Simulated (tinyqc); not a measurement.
Worked calculation: sp3 tight binding, zinc-blende lattice. One step of it, computed by the program tinyqc.

Task: Levels at X. Diagonalise the Hermitian matrix.

H(k) at X (eV), lower triangle (Hermitian):
```
                     a s                a px                a py                a pz
a s           -15.660000
a px            0.000000           -5.630000
a py            0.000000            0.000000           -5.630000
a pz            0.000000            0.000000            0.000000           -5.630000
c s             0.000000  0.000000+5.956856i            0.000000            0.000000
c px  0.000000-5.956856i            0.000000            0.000000            0.000000
c py            0.000000            0.000000            0.000000  0.000000-6.902604i
c pz            0.000000            0.000000  0.000000-6.902604i            0.000000

             c s       c px       c py       c pz
c s   -15.660000
c px    0.000000  -5.630000
c py    0.000000   0.000000  -5.630000
c pz    0.000000   0.000000   0.000000  -5.630000
```

Give: eigenvalues.

Result:

eigenvalues (eV): -18.4318  -18.4318  -12.5326  -12.5326  -2.8582  -2.8582  1.2726  1.2726
